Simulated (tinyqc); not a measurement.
p-type polysilicon, carrier trapping at grain boundaries: two steps of the calculation.

One-dimensional grains of size Lg, uniform ionised doping N, monovalent traps Qt at each boundary at a depth Et below (for electrons) or above (for holes) the band edge there, abrupt depletion of width W on each side of a boundary, Boltzmann statistics. xi is the distance from the band edge at the grain centre to the Fermi level. Trapped charge Qt/(1 + exp((xi + VB - Et)/Vt)) = 2 N W, barrier VB = q N W^2/(2 eps0 eps_r).

Inputs (values chosen for the exercise); values of the order met in polycrystalline silicon: temperature T = 300 K; relative permittivity eps_r = 11.7; valence-band density of states at T NB = 2.65e19 cm^-3; grain size Lg = 60 nm; trap density of a grain boundary Qt = 7.4e11 cm^-2; depth of the trap level from the majority band edge at the boundary Et = 0.31 eV; mass for thermionic emission ms = 0.57 m0; correction factor of the emission rate fe = 0.25; mobility inside the grains mug = 53 cm^2/(V s); doping N = 3.1e16 cm^-3.

Constants: q = 1.602176634e-19 C, kB = 1.380649e-23 J/K, m0 = 9.1093837015e-31 kg, Vt = kB T/q, eps0 = 8.8541878128e-14 F/cm where lengths are in cm. Results are converted to the units shown.

Problem 1. Depletion width, Fermi level and barrier. If the trap equation with xi = Vt ln(NB/N) has a root W < Lg/2, the grain is partly depleted; otherwise W = Lg/2 and the trap equation gives xi = Et - VB + Vt ln(Qt/(N Lg) - 1). N* = Qt/Lg.

Find: N*; W; xi; VB; share of traps filled.

Solution 1.

N* = 1.233e17 cm^-3
W = 30.00 nm
xi = 0.3166 V
VB = 0.02157 V
share of traps filled = 0.2514

N is 0.251 N*, and the grain is fully depleted; VB = 0.835 Vt.

Problem 2. Resistivity and effective mobility. n0 = NB exp(-xi/Vt); mean density n0 (1 - 2 W/Lg) by charge balance in a partly depleted grain, and n0 (sqrt(pi)/2) erf(u)/u with u = sqrt(VB/Vt) in a fully depleted one; v = sqrt(kB T/(2 pi ms m0)); barrier resistivity Vt exp(VB/Vt)/(q fe n0 v Lg); grain resistivity (1 - 2 W/Lg)/(q n0 mug); effective mobility 1/(q mean density total resistivity).

W = 30 nm
xi = 0.31664038 V
VB = 0.021574961 V

Find: n0; mean density; v; barrier resistivity; grain resistivity; resistivity; effective mobility.

Solution 2.

n0 = 1.270e14 cm^-3
mean density = 9.904e13 cm^-3
v = 3.563e6 cm/s
barrier resistivity = 547.5 ohm cm
grain resistivity = 0.000 ohm cm
resistivity = 547.5 ohm cm
effective mobility = 115.1 cm^2/(V s)

The resistivity is 144 times that of a single crystal with the same N and mobility mug, and the mean density is 0.319 % of N. The effective mobility exceeds mug only because drift through the depleted grain is left out.

tinyqc, about 0.01 s, one thread, Intel Xeon 2.30GHz (shared host): `OMP_NUM_THREADS=1 python tinyqc.py 2830261 2830262 out.jsonl`
